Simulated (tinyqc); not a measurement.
Configuration-coordinate model of carrier capture at a defect, step by step. Values are carried at full precision from step to step, so a last printed digit may differ when a step is redone from the rounded ones.

Two parabolas of equal curvature k in one coordinate Q: with the carrier free at the band edge, U_f = k Q^2/2; with the carrier trapped, U_t = k (Q - dQ)^2/2 - ET. ER = k dQ^2/2, Huang-Rhys factor S = ER/hw, hw = 0.0646541 sqrt(k/M) eV for k in eV/angstrom^2 and M in u. The curves cross at a height Eb = (ER - ET)^2/(4 ER) above the free minimum.

Constants: kB = 8.617333262e-05 eV/K.

Values chosen for the exercise (of the size met at an oxide trap near a Si / SiO2 interface; the results hold for these values, not for the real material): ET = 0.36 eV (thermal depth of the level below the band edge); ER = 1.38 eV (relaxation energy); hw = 0.053 eV (phonon energy of the mode); M = 40 u (mass of the mode); T = 200 K (temperature); nu = 1e+11 1/s (attempt rate).

## The two parabolas

Form S, k, dQ, the crossing point Qc = (ER - ET)/(k dQ), Eb, and the emission barrier Eb + ET.

S = 26.038
k = 26.8794 eV/angstrom^2
dQ = 0.3204 angstrom
Qc = 0.1184 angstrom

barriers (eV): capture 0.1885, emission 0.5485

ER > ET: the crossing lies between the two minima (large relaxation); at Q = 0 the trapped level lies above the band edge.

## Optical transitions

Vertical ionisation from the trapped minimum costs ET + ER; vertical capture from the free minimum releases ET - ER (none if negative); the band has a standard deviation sqrt(S hw^2 coth(hw/2kT)) with S = ER/hw, and a full width 2.35482 times that.

energies (eV): ionisation peak 1.740, zero-phonon 0.360, emission peak -1.020

coth(hw/2kT) = 1.0968
standard deviation = 0.2832 eV
full width = 0.6670 eV

Vertical capture would need energy: there is no luminescence peak (at most a tail of the broadened line), and a carrier freed by light must cross the barrier Eb to return or tunnel through it; where tunnelling is slow this gives persistent photoconductivity at low temperature. The optical peak exceeds the thermal depth by a factor 4.83.

## The multiphonon factor

Multiphonon factor for giving p = ET/hw phonons to the lattice: W = exp(-S (2 nb + 1)) ((nb + 1)/nb)^(p/2) I_p(x), nb = 1/(exp(hw/kT) - 1), x = 2 S sqrt(nb (nb + 1)), I_p the modified Bessel function. Classical limit: W = hw exp(-Eb/kT)/sqrt(4 pi ER kT). At T = 0: exp(-S) S^p/Gamma(p + 1).

Form p, nb, x and ln W, the classical ln W, and the capture time 1/(nu W).

p, nb, x: [6.7925, 0.0484, 11.7327]

ln W: quantum -10.516, classical -13.270

capture time = 3.69e-07 s

The quantum factor is 15.7 times the classical one at kT/hw = 0.33: nuclear tunnelling rules.

## Emission by detailed balance

For equal degeneracies and one band-edge state, emission time = capture time x exp(ET/kT).

ET/kT = 20.888
log10 of the emission time in s = 2.64

## Checks

- Ln W for the nearest whole p against the double Poisson sum over emitted and absorbed phonons: both -10.3164.

(tinyqc, `OMP_NUM_THREADS=1 python tinyqc.py 1451341 1451342 out.jsonl`, Intel(R) Xeon(R) Processor @ 2.30GHz, 1 thread, shared host, about 0.01 s.)
